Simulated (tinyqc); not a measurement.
Quasiparticle equation with a plasmon-pole self-energy for two band edges: sweeps and comparisons. A value that a table varies takes the place of the one given here.

For each edge E = e + X + Sc(E), with the correlation part Sc(E) = A[0]/(E - a + w) + A[1]/(E - b - w); a and b are the valence and conduction energies that enter the Green function (a = ev, b = ec in the one-shot scheme). Z = 1/(1 - dSc/dE), dSc/dE = -A[0]/(E - a + w)^2 - A[1]/(E - b - w)^2.

Inputs chosen for the exercise (scales of the order of those of GaAs; the results hold for these values, not for the real material):
- ev = 0 eV (mean-field valence top)
- ec = 0.49 eV (mean-field conduction edge)
- w = 13.2 eV (pole energy)
- Av = (30.7, 15.1) eV^2 (weights of the valence state on the hole and electron poles)
- Ac = (15.9, 29.4) eV^2 (the same for the conduction state)
- Xv = -1.77 eV (exchange minus the mean-field potential, valence)
- Xc = 1.61 eV (the same, conduction)

## Schemes compared

Z = 1; linearised; exact one-shot; energies updated in G (a, b); updated in G and W, where w grows by half of the opening of the gap (a rule chosen for the exercise).

Results (eV):

| scheme | Ev | Ec | gap | opening |
|---|---|---|---|---|
| mean field | 0.000 | 0.490 | 0.490 | 0.000 |
| Z = 1 | -0.547 | 1.034 | 1.581 | 1.091 |
| linearised | -0.435 | 0.924 | 1.360 | 0.870 |
| one-shot, exact | -0.434 | 0.923 | 1.357 | 0.867 |
| update G | -0.476 | 0.959 | 1.435 | 0.945 |
| update G and W | -0.523 | 1.000 | 1.523 | 1.033 |

The openings run from 0.867 (one-shot, exact) to 1.091 eV (Z = 1). Linearising moves the gap by 2 meV, updating G +78 meV and updating W a further +87 meV: once Z is kept, the level of self-consistency matters more than linearising.

## The starting point

The mean-field gap is opened by d (ev lowered by d/2, ec raised by d/2) and X is changed by the opposite amounts, so that e + X stays; one-shot and G-updated gaps.

Gaps (eV):

| d | start | one-shot | update G |
|---|---|---|---|
| 0.0 | 0.490 | 1.3572 | 1.4352 |
| 0.2 | 0.690 | 1.3740 | 1.4352 |
| 0.4 | 0.890 | 1.3907 | 1.4352 |
| 0.6 | 1.090 | 1.4071 | 1.4352 |
| 0.9 | 1.390 | 1.4315 | 1.4352 |
| 1.2 | 1.690 | 1.4555 | 1.4352 |
| 1.6 | 2.090 | 1.4869 | 1.4352 |

The one-shot gap moves by a fraction 0.08 of any change of the starting gap, while the updated gap, 1.4352 eV, does not depend on it. The two agree where the start already equals the result, near d = 0.95 eV. A real change of starting point alters the orbitals and the screening too; this model holds both fixed.

## What each parameter does

Exact one-shot edges and Z of the valence state there. Each row changes one parameter from the base and keeps the others.

Results:

| case | Ev (eV) | Ec (eV) | gap (eV) | Z |
|---|---|---|---|---|
| base | -0.4342 | 0.9230 | 1.3572 | 0.7911 |
| w = 13.86 eV | -0.4911 | 0.9739 | 1.4650 | 0.8062 |
| Xv = -1.87 eV | -0.5133 | 0.9230 | 1.4363 | 0.7901 |
| Xc = 1.71 eV | -0.4342 | 1.0023 | 1.4365 | 0.7911 |
| ec = 0.59 eV | -0.4283 | 1.0167 | 1.4450 | 0.7918 |
| Av = (32.24, 15.1) eV^2 | -0.3394 | 0.9230 | 1.2624 | 0.7864 |
| Ac = (15.9, 30.87) eV^2 | -0.4342 | 0.8322 | 1.2664 | 0.7911 |

The largest shifts from the base row, up to three for each result and ties (the steps differ in size, so this ranks the rows, not the parameters). Ev (eV): Av +0.0948, Xv -0.0791, w -0.0569; unchanged at the printed digits by Xc and Ac. Ec (eV): ec +0.0937, Ac -0.0908, Xc +0.0793; unchanged at the printed digits by Xv and Av. gap (eV): w +0.1078, Av -0.0948, Ac -0.0908. Z: w +0.0151, Av -0.0047, Xv -0.0009; unchanged at the printed digits by Xc and Ac.

Program tinyqc; command `OMP_NUM_THREADS=1 python tinyqc.py 1850515 1850516 out.jsonl`; about 0.02 s on one thread of a shared Intel(R) Xeon(R) Processor @ 2.30GHz.
